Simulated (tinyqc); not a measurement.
# Off-state leakage of single and stacked transistors: what changes with what

n-channel devices of unit width. Subthreshold current I(Vg, Vs, Vd) = I0 (T/300 K)^0.5 exp[(Vg - Vs - VT(T) - gb (Vs - Vb) + dd (Vd - Vs))/(nf Vt)] (1 - exp(-(Vd - Vs)/Vt)), VT(T) = VT - cT (T - 300 K). Gate-edge tunnelling Ig (Vd/1 V) exp(ag (Vd - 1 V)), for a gate at 0 V, and band-to-band leakage Ab u exp(-Bb/u), u = Vd - Vb + 1 V, flow at a drain held at V; both are taken as independent of T. In a stack of off transistors (all gates at 0 V) the same subthreshold current passes through each.

Values chosen for this exercise; values of the order met in bulk silicon logic transistors: temperature T = 398 K; supply voltage V = 0.7 V; threshold at 300 K, zero drain and body bias VT = 0.3 V; fall of the threshold with temperature cT = 0.6 mV/K; current at threshold at 300 K I0 = 0.82 uA/um; slope factor nf = 1.5; drain-induced lowering per volt dd = 0.08; rise of the threshold per volt of source-body bias gb = 0.16; gate-edge tunnelling current at 1 V Ig = 0.0006 uA/um; exponential slope of the gate current ag = 5.5 1/V; prefactor of band-to-band leakage at the drain Ab = 30 uA/(um V); its exponential voltage Bb = 21 V; body voltage Vb = 0 V.

Constants: q = 1.602176634e-19 C, kB = 1.380649e-23 J/K, Vt = kB T/q. Results are converted to the units shown.

Each table varies one quantity; the others keep the values above.

## Subthreshold current against the height of the stack

All n gates at 0 V, bottom source at 0 V, top drain at V; node voltages follow from equal currents.

Subthreshold current against the height of the stack:
columns A: n; B: I (nA/um); C: reduction factor; D: drain voltage of the bottom device (mV); E: source voltage of the top device (mV); F: voltage across the top device (V)
```
A       B       C       D       E        F
1  25.809  1.0000  700.00       0  0.70000
2  7.3580  3.5076  52.065  52.065  0.64794
3  4.3623  5.9163  22.729  73.754  0.62625
4  3.1134  8.2897  14.781  87.748  0.61225
5  2.4245  10.645  10.995  98.123  0.60188
6  1.9870  12.989  8.7667  106.38  0.59362
```

The second transistor cuts the current by a factor of 3.51, the third by a further 1.69 and the sixth by 1.22. The top device keeps 84.8 % of the supply at n = 6, while the drain voltage of the bottom one falls to 0.256 Vt.

## Leakage components against the body voltage

Same model as above.

One transistor with Vg = Vs = 0, Vd = V; stack factor I(one)/I(two in series).

The same in every row: gate edge (nA/um) = 0.080661; stack factor = 3.5076.

Results:
```
Vb (V)  subthreshold (nA/um)  band-to-band (nA/um)  total (nA/um)  largest part
0.2                   48.073              0.037419         48.191  subthreshold
0                     25.809               0.22017         26.110  subthreshold
-0.2                  13.856               0.90319         14.840  subthreshold
-0.4                  7.4386                2.8602         10.379  subthreshold
-0.6                  3.9935                7.4740         11.548  band-to-band
-0.8                  2.1439                16.865         19.090  band-to-band
-1                    1.1510                33.934         35.166  band-to-band
-1.4                 0.33174                106.29         106.70  band-to-band
```

Estimate the missing row, Vb = -1.2 V.

Computed row:
```
Vb (V)  subthreshold (nA/um)  band-to-band (nA/um)  total (nA/um)  largest part
-1.2                 0.61792                62.320         63.019  band-to-band
```

With this row back in the table: As Vb goes from 0.2 to -1.4, the total leakage goes from 48.2 through a minimum of 10.4 (at Vb = -0.4 among the rows listed) to 107 nA/um. The subthreshold part leads at Vb = 0.2, the band-to-band part from -0.6 on. The exact minimum lies at Vb = -0.459 V: reverse body bias lowers the subthreshold part by a decade every nf Vt ln 10/gb = 0.740 V but raises the band-to-band part. The reduction by a stack of two stays at 3.51, for the subthreshold part alone. For Vb = 0.2 the gate is within about 3 nf Vt of threshold, where the exponential law overstates the current. For Vb = 0.2 the body is forward biased; the junction current, left out, is still small at this voltage.

Computed by the program tinyqc: `OMP_NUM_THREADS=1 python tinyqc.py 2242055 2242056 out.jsonl`, one thread of a shared Intel Xeon 2.30GHz, about 0.03 s for the whole run.
